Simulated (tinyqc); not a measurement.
## Resistance of a source-drain extension with a graded tip: effect of the gate overdrive

y runs along the channel, the gate covers y > 0. The doping is N0 for y < y0 and N0 10^(-(y - y0)/la) beyond, uniform over the depth xj. Sheet conductance s(y) = q mu(N) max(N - Nch, 0) xj + (for y > 0) ma Cox Vo, with mu(N) = u0 + (u1 - u0)/(1 + (N/Nr)^au) and Cox = eps0 eox/tox. Current is taken as one-dimensional; depletion of the tip, spreading and the contact are left out. The metallurgical junction lies at yj, where N = Nch.

R_spacer = integral of dy/s from -Ls to 0, R_ov from 0 to yj, R_channel = (Lg - 2 yj)/(ma Cox Vo), R_total = 2 R_spacer + 2 R_ov + R_channel. Electrical length L_eff = ma Cox dR_total/d(1/Vo); R_series = R_total - L_eff/(ma Cox Vo).

Parameters, values chosen for the exercise; mobility law close to that of electrons in silicon: relative permittivity of the gate insulator (close to silicon dioxide) eox = 3.9; insulator thickness tox = 1.6 nm; active doping of the extension far from the gate N0 = 7.5e19 cm^-3; lateral abruptness la = 5.2 nm/decade; position under the gate where the fall begins (gate edge at 0) y0 = 4.5 nm; depth of the extension xj = 17 nm; channel doping Nch = 1.7e18 cm^-3; spacer length Ls = 22 nm; mobility of the gate-induced layer ma = 140 cm^2/(V s); mobility at low doping u1 = 1414 cm^2/(V s); mobility at high doping u0 = 68.5 cm^2/(V s); reference doping Nr = 9.2e16 cm^-3; exponent au = 0.711; gate length Lg = 50 nm.

Constants: q = 1.602176634e-19 C, eps0 = 8.8541878128e-14 F/cm where lengths are in cm. Results are converted to the units shown.

The same in every row: yj (nm) = 13.05; R_spacer (ohm um) = 13.80.

Effect of the gate overdrive:
```
Vo (V),R_ov (ohm um),R_channel (ohm um),R_total (ohm um),L_eff (nm),R_series (ohm um)
0.15,43.55,527.2,641.9,25.46,80.09
0.3,32.36,263.6,355.9,26.60,62.53
0.45,26.64,175.7,256.6,27.51,54.31
0.6,22.99,131.8,205.4,28.28,49.38
0.75,20.39,105.4,173.8,28.96,46.04
0.9,18.43,87.87,152.3,29.56,43.60
1.05,16.87,75.32,136.7,30.11,41.74
1.2,15.59,65.91,124.7,30.61,40.26
```

What does the table show?

As Vo goes from 0.15 to 1.2, R_total falls from 642 to 125 ohm um, L_eff rises from 25.5 to 30.6 nm and R_series falls from 80.1 to 40.3 ohm um. Both extracted quantities depend on the overdrive at which they are taken.

Program tinyqc, `OMP_NUM_THREADS=1 python tinyqc.py 2282129 2282130 out.jsonl`; Intel Xeon 2.30GHz, shared host, one thread, about 0.03 s.
